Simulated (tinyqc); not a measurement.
Inside a calculation: parabolic quantum dot in a magnetic field (Fock-Darwin). Values are carried at full precision from step to step, so a last printed digit may differ when a step is redone from the rounded ones.

Two dimensions, V = m w0^2 r^2/2, one valley. hbar wc = 2 muB B/m, W = sqrt(w0^2 + wc^2/4), E(n, l, s) = (2n + |l| + 1) hbar W - l hbar wc/2 + s gs muB B, n = 0, 1, ..., l = 0, +/-1, ..., s = +/-1/2; length lam = sqrt(2c/(m hbar W)), c = hbar^2/2m0.

Constants: muB = 5.788381798e-05 eV/T; hbar^2/2m0 = 3.80998211 eV angstrom^2; e^2/(4 pi eps0) = 14.39964547 eV angstrom.

Values chosen for the exercise (near those of a gate-defined dot in InAs; shifted at random, so the results belong to these values and not to a real crystal):
- m = 0.0305 m0 (mass)
- gs = -8 (g factor)
- w0 = 5.6 meV (confinement energy hbar w0)
- B = 0.61 T (magnetic field)
- Ec = 3.6 meV (charging energy e^2/C)
- eps = 14.9 (dielectric constant)

## Energy and length scales

Give hbar wc, hbar W, the two mode energies hbar W +/- hbar wc/2, the Zeeman energy |gs| muB B and lam.

hbar wc = 2.3154 meV
hbar W = 5.7184 meV

modes (meV): 6.8761  4.5607

Zeeman energy = 0.2825 meV
lam = 209.0 angstrom

The product of the modes is w0^2 = 31.36 meV^2 at any field. These two lines are all that far-infrared light sees, whatever the number of electrons (Kohn theorem).

## Orbital levels

The eight lowest (n, l) from E = (2n + |l| + 1) W - l wc/2.

Levels:
```
(n,l)   E (meV)
(0,0)     5.718
(0,1)    10.279
(0,-1)   12.594
(0,2)    14.840
(1,0)    17.155
(0,3)    19.401
(0,-2)   19.471
(1,1)    21.716
```

## Addition spectrum

Constant interaction: mu(N) = E_N + (N - 1/2) Ec with the spin-resolved levels filled in order; the addition energy is mu(N + 1) - mu(N).

Filling:
```
N   state added  E_N (meV)  mu(N) (meV)  addition energy (meV)
1        (0,0)+      5.577        7.377                  3.882
2        (0,0)-      5.860       11.260                  7.878
3        (0,1)+     10.138       19.138                  3.882
4        (0,1)-     10.420       23.020                  5.633
5       (0,-1)+     12.453       28.653                  3.882
6       (0,-1)-     12.736       32.536                  5.563
7        (0,2)+     14.699       38.099                  3.882
8        (0,2)-     14.981       41.981                  5.633
9        (1,0)+     17.014       47.614                  3.882
10       (1,0)-     17.296       51.496                  5.563
```

The largest addition energy falls at N = 2; at zero field it peaks at the closed shells 2, 6 and 12. Exchange, which the model lacks, would favour parallel spins near level crossings. Ec is an independent input that includes screening by the gates.

## Singlet and triplet of two electrons

Two electrons, first order in the Coulomb energy: the singlet (0,0)^2 has 2W + J0 and the lowest triplet (0,0)(0,1) has 3W - wc/2 + J0/2 - Ez, with J0 = sqrt(pi/2) q/(eps lam), q = e^2/(4 pi eps0), Ez = |gs| muB B.

Give J0, the triplet less the singlet, and J0/W.

J0 = 5.795 meV
E(T) - E(S) = 1.381 meV
J0/W = 1.01

The singlet is lower at this order. J0 exceeds W, so first order overstates the interaction and the result is only a guide.

## The same without perturbation theory

Exact treatment: the centre of mass separates with energy W, and the relative motion obeys [-(2c/m) Laplacian + (2c/m) r^2/(2 lam^2)^2 + q/(eps r)] psi = e_l psi for angular number l, solved in 14 Gaussians r^l exp(-a r^2), a = 1.7^i/(4 lam^2), i = -3 to 10. E(S) = W + e_0, E(T) = W + e_1 - wc/2 - Ez.

Solve for e_0 and e_1.

e_0, e_1 (meV): 10.51  14.22

first-order values W + J0 and 2W + J0/2 (meV): 11.51  14.33

E(T) - E(S), exact = 2.27 meV

First order overshoots e_0 by 1.00 meV and e_1 by only 0.11 meV, since the singlet gains more by keeping the electrons apart; it therefore favours the triplet by 0.89 meV too much. Of these two the singlet is lower, as first order says.

## Checks

- e_0 at W = 2 Ry m/eps^2, where it is exactly 2W, as a ratio e_0/W: both 2.000.
- Level (0,1) from the radial equation by finite differences against the formula, meV: both 10.28.

Program tinyqc; command `OMP_NUM_THREADS=1 python tinyqc.py 1251087 1251088 out.jsonl`; about 0.04 s on one thread of a shared Intel(R) Xeon(R) Processor @ 2.30GHz.
